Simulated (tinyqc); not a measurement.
Energy against coordination: Gupta-type many-body potential for a metal. Computed by tinyqc, a small Python program. Command: `OMP_NUM_THREADS=1 python tinyqc.py 3002544 3002545 out.jsonl gupta walk`. One thread of a shared host (Intel(R) Xeon(R) Processor @ 2.30GHz), about 0.01 s of CPU time with the checks.

E_i = sum_j A exp(-p (r_ij/r0 - 1)) - xi rho_i^gamma, with rho_i = sum_j exp(-2 q (r_ij/r0 - 1)); gamma = 1/2 is the tight-binding second-moment form. The crystal is fcc unless stated; d is the neighbour distance and a fixed number of shells is kept.

Inputs (values chosen for the exercise, for a model metal):

| quantity | value | unit |
|---|---|---|
| repulsion A | 0.106 | eV |
| hopping xi | 1.53 | eV |
| decay p | 10.8 | - |
| decay q | 3.09 | - |
| reference distance r0 | 2.889 | angstrom |
| embedding exponent gamma | 0.45 | - |

Method. Nearest neighbours only, z equal bonds relaxed to their best length: r/r0 = 1 + ln[A p z^(1 - gamma)/(2 q gamma xi)]/(p - 2 q gamma), E = z A exp(-p (r/r0 - 1)) - xi [z exp(-2 q (r/r0 - 1))]^gamma.

Relaxed bonds:

| z | r (angstrom) | E per atom (eV) | E/z (eV) |
|---|---|---|---|
| 1 | 2.4160 | -1.7911 | -1.7911 |
| 2 | 2.5534 | -2.1437 | -1.0719 |
| 3 | 2.6337 | -2.3813 | -0.7938 |
| 4 | 2.6907 | -2.5657 | -0.6414 |
| 6 | 2.7711 | -2.8501 | -0.4750 |
| 8 | 2.8281 | -3.0708 | -0.3839 |
| 9 | 2.8514 | -3.1660 | -0.3518 |
| 12 | 2.9084 | -3.4112 | -0.2843 |

What does the comparison show, and why?

Bonds lengthen from 2.416 to 2.908 angstrom between z = 1 and 12, and |E| grows as z^0.259, the exponent gamma (p - 2q)/(p - 2 q gamma) = 0.259; pair bonds would give z^1 at a fixed length.

Extremes, crossings and ranges named in words are read from the listed rows.
